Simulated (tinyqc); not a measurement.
# Input admittance of a MOSFET at zero drain bias: distributed channel and distributed gate: what changes with what

Source and drain grounded, strong inversion, w = 2 pi f, Cox = eps0 eox/tox. The channel is an RC line of resistance 1/(mu Cox Vo) per square fed from both ends, so one finger has the intrinsic admittance y = i w Cox L tanh(g)/g per width, g = (1/2) sqrt(i w tau), tau = L^2/(mu Vo). The vertical resistance rv/L is in series with y, the overlaps 2 i w Cov in parallel: y_t = 1/(1/y + rv/L) + 2 i w Cov. The gate strip is a line of Rsh/L per length loaded by y_t, so a finger has Y = y_t Wf tanh(k)/k, k = (Wf/sd) sqrt(y_t Rsh/L); the device has Nf Y.

Parameters, values chosen for the exercise; values of the order met in silicon radio-frequency transistors: relative permittivity of the gate insulator (close to silicon dioxide) eox = 3.9; insulator thickness tox = 4.2 nm; channel length L = 0.42 um; finger width Wf = 1.7 um; number of fingers Nf = 64; channel mobility mu = 120 cm^2/(V s); gate overdrive Vo = 0.22 V; sheet resistance of the gate Rsh = 7.3 ohm/square; vertical resistivity of the gate stack rv = 0 ohm um^2; number of ends at which a finger is contacted sd = 2; overlap and fringe capacitance on each side Cov = 0.39 fF/um; frequency f = 1.3 GHz.

Constants: eps0 = 8.8541878128e-14 F/cm where lengths are in cm. Results are converted to the units shown.

Each table varies one quantity; the others keep the values above.

## Input impedance against frequency

Low-frequency limits, with c = Cox L and ct = c + 2 Cov: R_strip = Rsh Wf/(3 sd^2 L Nf), R_ch = (c/ct)^2 L/(12 mu Cox Vo Wf Nf), R_vert = (c/ct)^2 rv/(L Wf Nf), C = ct Wf Nf. Z = 1/(Nf Y) = R + 1/(i w C), Q = |Im Z|/R, far-point signal |1/cosh k|.

The same in every row: low-frequency R (ohm) = 9.901.

Result of one run:
```
f (GHz)   w tau      |k|  R (ohm)  C (fF)      Q  signal at the far point
2        0.8397  0.02581    9.893   459.9  17.49                    1.000
```

What becomes of these results when the frequency f is changed from 2 to 0.7 GHz, all else the same?

Result of the changed run:
```
f (GHz)   w tau      |k|  R (ohm)  C (fF)      Q  signal at the far point
0.7      0.2939  0.01529    9.900   460.5  49.88                    1.000
```

The whole series:
```
f (GHz)     w tau       |k|  R (ohm)  C (fF)      Q  signal at the far point
0.01     0.004198  0.001828    9.901   460.6   3490                    1.000
0.04      0.01679  0.003655    9.901   460.6  872.6                    1.000
0.1       0.04198  0.005779    9.901   460.6  349.0                    1.000
0.3        0.1259   0.01001    9.900   460.5  116.3                    1.000
0.7        0.2939   0.01529    9.900   460.5  49.88                    1.000
2          0.8397   0.02581    9.893   459.9  17.49                    1.000
5           2.099   0.04047    9.851   456.2  7.083                   0.9999
10          4.198   0.05575    9.706   443.9  3.694                   0.9996
40          16.79   0.08883    7.589   317.6  1.651                   0.9980
```

R falls from 9.90 to 7.59 ohm and C falls from 461 to 318 fF. Q goes as f^(-1.00) between the first two rows and f^(-0.58) between the last two, where w tau = 16.8 and |k| = 0.0888. The low-frequency limits hold both R and C within 5 % up to f = 10 GHz among the rows.

## Effect of the channel length

Same model as above.

Results:
```
L (um)     w tau      |k|  R (ohm)  low-frequency R (ohm)  C (fF)      Q  signal at the far point
0.03    0.002785  0.03840   0.5997                 0.5997   111.7   1828                    1.000
0.058    0.01041  0.03055   0.5732                 0.5732   136.7   1562                    1.000
0.11     0.03744  0.02568    1.266                  1.266   183.3  527.7                    1.000
0.22      0.1497  0.02251    3.863                  3.863   281.6  112.5                    1.000
0.42      0.5458  0.02082    9.897                  9.901   460.3  26.88                    1.000
1.6        7.921  0.01730    48.60                  50.33    1378  1.829                   0.9999
3          27.85  0.01215    75.17                  99.48    1539  1.058                   0.9999
```

Estimate the missing row, L = 0.8 um.

Computed row:
```
L (um)  w tau      |k|  R (ohm)  low-frequency R (ohm)  C (fF)      Q  signal at the far point
0.8     1.980  0.01973    22.51                  22.58   794.6  6.844                    1.000
```

With this row back in the table: As L goes from 0.03 to 3, R goes from 0.600 through a minimum of 0.573 (at L = 0.058 among the rows listed) to 75.2 ohm, C rises from 112 to 1540 fF and Q falls from 1830 to 1.06. R_strip falls as 1/L while R_ch grows with L, which gives the minimum of R.

Computed by the program tinyqc: `OMP_NUM_THREADS=1 python tinyqc.py 2262157 2262158 out.jsonl`, one thread of a shared Intel Xeon 2.30GHz, about 0.01 s for the whole run.
